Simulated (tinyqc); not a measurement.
Worked calculation: minority-electron transport through the base of a bipolar transistor (Moll-Ross and Kroemer integrals). Computed by tinyqc, a small Python program that keeps every step. Command: `OMP_NUM_THREADS=1 python tinyqc.py 3006519 3006520 out.jsonl base walk`. One thread of a shared host (Intel(R) Xeon(R) Processor @ 2.30GHz), about 0.01 s of CPU time with the checks. Intermediate numbers are printed to about 5 digits and carried at full precision; extremes and crossings named in words are read from the listed rows.

Low injection, one dimension, x from the emitter edge (0) to the collector edge (W), s = x/W. Recombination is treated as a small correction (valid for tau_B well below tau_n), computed from the stored charge.

Inputs (values chosen for the exercise, modelled on GaAs):
```
quantity                                     value        unit
intrinsic density n_i at the emitter edge  2.3e+06      1/cm^3
base doping at the emitter edge N_0        2.8e+19      1/cm^3
base width W                                    56          nm
mu_min                                        1300  cm^2/(V s)
mu_max                                        6660  cm^2/(V s)
N_ref                                      2.9e+17      1/cm^3
saturation velocity v_s                       0.97    1e7 cm/s
electron lifetime tau_n                        2.6          ns
emitter Gummel number G_E                  4.8e+12      s/cm^4
base-emitter voltage V_BE                     0.82           V
temperature T                                  300           K
doping ratio N_0/N(W)                           17           -
gap narrowing across the base dE_g             120         meV
```

Base doping profile: Gaussian. Gap grading: linear. Exit of the base: saturation velocity.

Constants: k_B = 8.617333262e-05 eV/K; e = 1.602176634e-19 C.

## Profile and built-in field

N(x) = N_0 (ratio)^(-s^2); n_i(x)^2 = n_i^2 exp(s dE_g/k_B T); D(x) = (k_B T/e) mu, mu = mu_min + (mu_max - mu_min)/(1 + (N/N_ref)^0.7). Field that drives electrons towards the collector, averaged over the base: (k_B T/e) ln[N_0 n_i(W)^2/(N(W) n_i^2)]/W.

Across the base:
```
s    N (1/cm^3)  n_i(x)^2/n_i^2  D (cm^2/s)  y (s/cm^5)
0.0  2.8000e+19            1.00      39.040  7.1722e+17
0.2  2.5000e+19            2.53      39.469  2.5032e+17
0.4  1.7795e+19            6.40      40.960  6.7851e+16
0.6  1.0097e+19           16.20      44.265  1.4080e+16
0.8  4.5674e+18           40.99      51.174  2.1772e+15
1.0  1.6471e+18          103.73      65.294  2.4318e+14
```

drift factor eta (potential drop in k_B T/e) = 7.4750

mean built-in field = 34.508 kV/cm

## Collector current and transit time

With y(x) = N n_i^2/(D n_i(x)^2): base Gummel number G_B = int_0^W y dx + N(W) n_i^2/(v_s n_i(W)^2); J_C = e n_i^2 exp(e V_BE/k_B T)/G_B; n(x) = (J_C/e)(n_i(x)^2/(N n_i^2)) [int_x^W y dx + the same exit term]; transit time tau_B = (e/J_C) int n dx; trapezoid rule on 401 even points.

base Gummel number G_B = 7.1603e+11 s/cm^4

collector current density J_C = 7.0571e-05 A/cm^2

base transit time tau_B = 0.14276 ps

share of the exit term in G_B = 0.22861 %

mean velocity W/tau_B = 3.9227 1e7 cm/s

Plain diffusion with the D of the emitter edge would take W^2/(2D) = 0.402 ps, 2.81 times the result. Caution: the mean velocity exceeds v_s, so drift-diffusion with a low-field mobility overstates the speed.

## Gain and speed

Emitter-limited gain beta_E = G_E/G_B; recombination-limited gain beta_R = tau_n/tau_B; 1/beta = 1/beta_E + 1/beta_R; f_T from the base alone = 1/(2 pi tau_B).

beta_E = 6.7036

beta_R = 18213

current gain beta = 6.7012

f_T from the base alone = 1114.9 GHz

The gain is limited mainly by hole injection into the emitter (100 % of the base current).

## What grading buys

The formulas are those given above.

The same base with other gradings:
```
dE_g (meV)  dE_g/k_B T  G_B (s/cm^4)  J_C gain  tau_B (ps)  speed gain
0                0.000    2.1403e+12    1.0000     0.29848      1.0000
25               0.967    1.5642e+12    1.3683     0.24383      1.2241
50               1.934    1.2103e+12    1.7684     0.20565      1.4514
75               2.901    9.7710e+11    2.1905     0.17769      1.6797
100              3.868    8.1413e+11    2.6289     0.15642      1.9082
150              5.802    6.0424e+11    3.5422     0.12624      2.3644
200              7.736    4.7668e+11    4.4900     0.10587      2.8194
300             11.605    3.3196e+11    6.4474     0.08009      3.7267
```

At 100 meV J_C rises by a factor 2.63 and the transit is 1.91 times faster; at 300 meV the factors are 6.45 and 3.73. For a uniform base without exit term both tend to be linear in dE_g/k_B T, J_C as x/(1 - exp(-x)) and the speed as x/2. From 0 meV on the mean velocity W/tau_B exceeds v_s, so those speed gains are overstated.

Checks made by the program: Gummel integral against a 60-point Gauss rule (relative difference 1e-06).
